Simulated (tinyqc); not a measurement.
MOS structure on a p-type body, non-linear Poisson equation by Newton steps: two steps of the calculation.

One dimension, insulator interface at x = 0, acceptor density Na, uniform, net doping C = -(acceptor density). psi is counted from the intrinsic level: n = ni exp((psi - Vb)/Vt), p = ni exp(-psi/Vt); deep in the body psi_b = -Vt ln(Na/ni). The gate acts through Cox = eps0 eox/tox and has the potential psi_G = Vg - (phiM - chi - Vt ln(Nc/ni)). Boltzmann statistics, full ionisation, classical densities, no oxide or interface charge.

Values chosen for this exercise; band and dielectric values those of a made-up semiconductor:
- T = 300 K (temperature)
- Eg = 0.905 eV (band gap)
- Nc = 3.07e19 cm^-3 (conduction-band density of states at T)
- Nv = 2.77e19 cm^-3 (valence-band density of states at T)
- chi = 4.01 eV (electron affinity)
- eox = 7.37 (relative permittivity of the gate insulator (close to silicon nitride))
- tox = 21 nm (insulator thickness)
- phiM = 4.34 eV (gate work function)
- Vb = 0.8 V (electron quasi-Fermi potential against the body)
- Vg = 3.49 V (gate voltage against the body)

Constants: q = 1.602176634e-19 C, kB = 1.380649e-23 J/K, Vt = kB T/q, eps0 = 8.8541878128e-14 F/cm where lengths are in cm. Results are converted to the units shown.

Question 1. Newton step. Solve the tridiagonal system a_(i-1) d_(i-1) + b_i d_i + a_i d_(i+1) = -F_i for nodes 0 to 11, with d = 0 on fixed nodes. Each component d is damped to sign(d) Vt ln(1 + |d|/Vt) before it is added.

coupling a_i, interval 0 to 11 (F/cm^2): [1.5273474e-5, 1.1107981e-5, 7.9861302e-6, 5.8463058e-6, 4.2133721e-6, 3.0700450e-6, 2.2215962e-6, 1.6077341e-6, 1.1636933e-6, 8.4267443e-7, 6.1400900e-7, 4.4431924e-7]
diagonal b, node 0 to 11 (F/cm^2): [-1.5881694e-5, -2.7087970e-5, -2.0072076e-5, -1.5178532e-5, -1.1915208e-5, -9.8417435e-6, -8.8167769e-6, -8.7005621e-6, -9.5019079e-6, -1.1302612e-5, -1.4248315e-5, -1.8684007e-5]
residual F, node 0 to 11 (C/cm^2): [1.2379402e-6, ~0, ~0, ~0, ~0, ~0, ~0, ~0, ~0, ~0, ~0, ~0]
psi at the start, node 0 to 12 (V): [-0.37001852, -0.37001852, -0.37001852, -0.37001852, -0.37001852, -0.37001852, -0.37001852, -0.37001852, -0.37001852, -0.37001852, -0.37001852, -0.37001852, -0.37001852]

Find: Newton step d, before damping; psi after iteration 1.

Answer 1.

Newton step d, before damping, node 0 to 11 (V): [0.36672, 0.30027, 0.22800, 0.15540, 0.09201, 0.04458, 0.01663, 0.00438, 0.00075, 0.00008, 0.00000, 0.00000]
psi after iteration 1, node 0 to 12 (V): [-0.29969, -0.30449, -0.31096, -0.31967, -0.33080, -0.34411, -0.35718, -0.36597, -0.36928, -0.36994, -0.37001, -0.37002, -0.37002]

Question 2. Converged densities and sheet charges. n and p as above; box widths w_i (half boxes at both ends); band bending psi_0 - psi_b; N_inv = sum w n; N_dep = -sum w (p + C); centroid sum w n x/N_inv; gate charge Cox (psi_G - psi_0)/q.

x, node 0 to 12 (nm): [0, 0.8, 1.9, 3.43, 5.52, 8.42, 12.4, 17.9, 25.5, 36, 50.5, 70.4, 97.9]
converged psi, node 0 to 12 (V): [1.0214395, 0.9692023, 0.8990211, 0.8045713, 0.6815040, 0.5221258, 0.3249360, 0.0934582, -0.1480736, -0.3322760, -0.3676918, -0.3699420, -0.3700185]
net doping C, node 0 to 12 (cm^-3): [-1.2e18, -1.2e18, -1.2e18, -1.2e18, -1.2e18, -1.2e18, -1.2e18, -1.2e18, -1.2e18, -1.2e18, -1.2e18, -1.2e18, -1.2e18]
ni = 7.2969882e11 cm^-3

Find: n; p; band bending; N_inv; N_dep; centroid of the electrons; gate charge over q.

Answer 2.

n, node 0 to 12 (cm^-3): [3.830e15, 5.077e14, 3.362e13, 8.708e11, 7.456e9, 1.567e7, 7628, 0.9857, 8.634e-5, 6.946e-8, 1.765e-8, 1.618e-8, 1.613e-8]
p, node 0 to 12 (cm^-3): [5.055e-6, 3.813e-5, 5.758e-4, 0.02223, 2.596, 1235, 2.538e6, 1.964e10, 2.242e14, 2.787e17, 1.097e18, 1.196e18, 1.200e18]
band bending = 1.391 V
N_inv = 2.060e8 cm^-2
N_dep = 5.027e12 cm^-2
centroid of the electrons = 0.2308 nm
gate charge over q = 5.028e12 cm^-2

N_inv + N_dep is within 0.01 % of the gate charge.

Program tinyqc, `OMP_NUM_THREADS=1 python tinyqc.py 2080151 2080152 out.jsonl`; Intel Xeon 2.30GHz, shared host, one thread, about 0.6 s.

~0 in a residual or rate marks an entry under 1e-11 of the largest of its column.
